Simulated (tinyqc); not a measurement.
Worked calculation: CIS on RHF in the 3-21g basis, for H2, spin multiplicity 1. One step of it, computed by the program tinyqc.

Question. CIS triplet states. Diagonalise A (1 hartree = 27.211386 eV); each vector has its largest component positive (the first on a tie).

CIS matrix A, triplet (hartree), order 1>2, 1>3, 1>4:
$$\begin{pmatrix}
0.287718 & 0.000000 & 0.137907 \\
0.000000 & 1.033455 & 0.000000 \\
0.137907 & 0.000000 & 1.280581
\end{pmatrix}$$

Give: triplet excitation energies; lowest vectors.

Answer.

triplet excitation energies (eV): [7.3177, 28.1218, 35.3579]

lowest vectors, order 1>2, 1>3, 1>4:
$$\begin{pmatrix}
0.9908 & 0.0000 & 0.1351 \\
0.0000 & 1.0000 & 0.0000 \\
-0.1351 & 0.0000 & 0.9908
\end{pmatrix}$$
